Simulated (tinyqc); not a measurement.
Finite square well with mass mismatch (envelope functions): one step. Bound levels. Two cases, with inputs chosen for the exercise.

Problem. Solve the condition for each n (six at most). With A = cos(kL/2) for even and sin(kL/2) for odd levels, the probability in the barriers is Pb = (A^2/kappa)/(A^2/kappa + L/2 +/- sin(kL)/(2k)), + for even.

A square well of width L and depth V0, mass mw inside and mb outside, energies from the bottom of the well, c = hbar^2/2m0. k = sqrt(mw E/c), kappa = sqrt(mb (V0 - E)/c). psi and psi'/m are continuous at the walls (BenDaniel-Duke), so level n solves k L + 2 atan[(k/mw)/(kappa/mb)] = n pi.

Constants: hbar^2/2m0 = 3.80998211 eV angstrom^2.

Case 1.

Values chosen (near those of an InGaAs well in InP; not measured data): L = 206 angstrom (well width); V0 = 0.265 eV (barrier height); mw = 0.0404 m0 (mass in the well); mb = 0.0834 m0 (mass in the barrier).

Case 2.

Values chosen (near those of a GaAs well in AlGaAs; not measured data): L = 181 angstrom (well width); V0 = 0.332 eV (barrier height); mw = 0.0688 m0 (mass in the well); mb = 0.101 m0 (mass in the barrier).

Give: a table of n, parity, E (eV), k (1/angstrom), kappa (1/angstrom), Pb.

Solution.

Case 1.

Levels:
```
n  parity  E (eV)  k (1/angstrom)  kappa (1/angstrom)      Pb
1    even  0.0138         0.01210             0.07415  0.0106
2     odd  0.0557         0.02431             0.06768  0.0410
3    even  0.1264         0.03661             0.05508  0.0928
4     odd  0.2228         0.04861             0.03039  0.2171
```

The lowest level lies at 63 % of the infinite-well value and decays into the barrier over 1/kappa = 13.5 angstrom.

Case 2.

Levels:
```
n  parity  E (eV)  k (1/angstrom)  kappa (1/angstrom)      Pb
1    even  0.0121         0.01480             0.09209  0.0054
2     odd  0.0485         0.02958             0.08670  0.0218
3    even  0.1087         0.04431             0.07693  0.0506
4     odd  0.1918         0.05886             0.06095  0.1001
5    even  0.2925         0.07268             0.03235  0.2309
```

The lowest level lies at 73 % of the infinite-well value and decays into the barrier over 1/kappa = 10.9 angstrom.

Computed by tinyqc, one run a case: `OMP_NUM_THREADS=1 python tinyqc.py N N+1 out.jsonl` with N = 1250953, 1251348; one thread of a shared Intel(R) Xeon(R) Processor @ 2.30GHz, about 0.01 s a run at most.
